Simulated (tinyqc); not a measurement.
Energy and lattice constant: complex band structure along [001] in sp3s* tight binding.

For k = (0, 0, kz) the phase sums are g0 = cos(phi) and g3 = i sin(phi), phi = kz a/4, and the s, pz, s* orbitals of anion (a) and cation (c) decouple from px, py. With z = exp(i phi), H(z) = H0 + z T + T^T/z for any complex z. H0 is diagonal (Esa, Epa, Exa, Esc, Epc, Exc). The anion-cation block is B(z) = z U + W/z and the cation-anion block z W^T + U^T/z, where U has Vss/2 (s,s), Vsapc/2 (s,z), -Vscpa/2 (z,s), Vxx/2 (z,z), Vxapc/2 (s*,z), -Vpaxc/2 (z,s*), and W has the same values with the s-z and s*-z signs reversed. |z| = 1 is a band state, |z| < 1 decays along [001] as exp(-kappa d) over a distance d, kappa = -(4/a) ln|z|. No spin-orbit coupling.

Parameters, chosen for this exercise (out of a larger set: near a published set for AlAs, fitted to gaps, whose masses and valley positions are rough (light masses up to twice too heavy); not measured data):
- p = (-7.584, 0.978, -1.175, 3.544, 7.43, 6.677, -6.626, 1.877, 4.321, 5.075, 5.507, 4.503, 4.969) eV (order Esa, Epa, Esc, Epc, Exa, Exc, Vss, Vxx, Vxy, Vsapc, Vscpa, Vxapc, Vpaxc)
- a = 5.659 angstrom (lattice constant)
- dE = 1.02 eV (E - Ev)

The slowest root of the s-pz block and the heavy-hole branch, sinh^2(kappa a/4) = ((E - Epa)(E - Epc) - Vxx^2)/(Vxx^2 - Vxy^2), at E = Ev + dE with Ev the lower root of [[Epa, Vxx], [Vxx, Epc]]; the couplings are kept when a changes.

One parameter was then changed.

Results before and after:

| case | slowest kappa (1/angstrom) | heavy-hole kappa (1/angstrom) |
|---|---|---|
| base | 0.1727 | 0.3321 |
| changed | 0.1677 | 0.3224 |

Which of these changes was made? (a) a = 5.829 angstrom; (b) dE = 0.99 eV.
Answer: (a) a = 5.829 angstrom. Of the candidates, run in turn, only this one gives the changed row.

All candidates:

| case | slowest kappa (1/angstrom) | heavy-hole kappa (1/angstrom) |
|---|---|---|
| base | 0.1727 | 0.3321 |
| dE = 0.99 eV | 0.1711 | 0.3288 |
| a = 5.829 angstrom | 0.1677 | 0.3224 |

With the couplings fixed, kappa a stays, so kappa scales as 1/a.

(tinyqc, `OMP_NUM_THREADS=1 python tinyqc.py 1481252 1481253 out.jsonl`, Intel(R) Xeon(R) Processor @ 2.30GHz, 1 thread, shared host, about 0.01 s.)
